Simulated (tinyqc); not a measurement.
Worked calculation: Pariser-Parr-Pople SCF with singles CI, for the molecule Nc1nc2nccnc2[nH]1 (SMILES; centres numbered as the heavy atoms are written). One step of it, computed by the program tinyqc.

Problem. Iteration 2: orbitals and new P. Diagonalise F (the basis is taken as orthonormal) and form P = 2 sum c c over the lowest orbitals.

F (eV):
```
             1N         2C         3N         4C         5N         6C         7C         8N
1N   -10.206891  -3.685312   0.582266   0.010903  -0.144974   0.065420   0.109772  -0.103040
2C    -3.685312  -6.417528  -4.356984   0.151520   0.229622  -0.110696  -0.190215   0.130324
3N     0.582266  -4.356984  -7.530263  -3.979273   0.210644   0.150241  -0.112031  -0.037059
4C     0.010903   0.151520  -3.979273  -4.744525  -4.127911   0.145699   0.492208  -0.103039
5N    -0.144974   0.229622   0.210644  -4.127911  -7.206952  -4.487483  -0.023545   0.551767
6C     0.065420  -0.110696   0.150241   0.145699  -4.487483  -5.044345  -4.088181  -0.014316
7C     0.109772  -0.190215  -0.112031   0.492208  -0.023545  -4.088181  -5.116135  -4.455941
8N    -0.103040   0.130324  -0.037059  -0.103039   0.551767  -0.014316  -4.455941  -7.596707
9C    -0.109568   0.401618   0.284062  -3.871076  -0.196796   0.517657   0.273501  -4.181003
10N    0.474121  -3.765550   0.460139   0.394833  -0.030668  -0.156998   0.103688   0.303091

            9C         10N
1N   -0.109568    0.474121
2C    0.401618   -3.765550
3N    0.284062    0.460139
4C   -3.871076    0.394833
5N   -0.196796   -0.030668
6C    0.517657   -0.156998
7C    0.273501    0.103688
8N   -4.181003    0.303091
9C   -5.737836   -3.590832
10N  -3.590832  -10.314477
```

pi electrons, sum of z_r less the charge = 12

Give: orbital energies; P after iteration 2.

Solution.

orbital energies (eV): [-15.4585, -13.5359, -12.3261, -11.3023, -10.1672, -8.8241, -1.6232, -0.0926, 0.6940, 2.7202]

P after iteration 2:
```
          1N       2C       3N       4C       5N       6C       7C       8N
1N    1.7984   0.4560  -0.2745  -0.0061   0.1069  -0.0566  -0.0963   0.0755
2C    0.4560   0.9540   0.6631  -0.0700  -0.1557   0.0915   0.1526  -0.0917
3N   -0.2745   0.6631   1.3844   0.4965  -0.1032  -0.0942   0.0759   0.0269
4C   -0.0061  -0.0700   0.4965   0.9201   0.5722  -0.0818  -0.2889   0.0628
5N    0.1069  -0.1557  -0.1032   0.5722   1.1968   0.6954   0.0084  -0.3042
6C   -0.0566   0.0915  -0.0942  -0.0818   0.6954   0.9242   0.6185   0.0095
7C   -0.0963   0.1526   0.0759  -0.2889   0.0084   0.6185   0.9397   0.6845
8N    0.0755  -0.0917   0.0269   0.0628  -0.3042   0.0095   0.6845   1.2191
9C    0.0697  -0.1915  -0.1340   0.5391   0.1041  -0.3003  -0.1406   0.5927
10N  -0.2117   0.4944  -0.2159  -0.1732   0.0208   0.1031  -0.0605  -0.1439

          9C      10N
1N    0.0697  -0.2117
2C   -0.1915   0.4944
3N   -0.1340  -0.2159
4C    0.5391  -0.1732
5N    0.1041   0.0208
6C   -0.3003   0.1031
7C   -0.1406  -0.0605
8N    0.5927  -0.1439
9C    1.0142   0.4214
10N   0.4214   1.6490
```
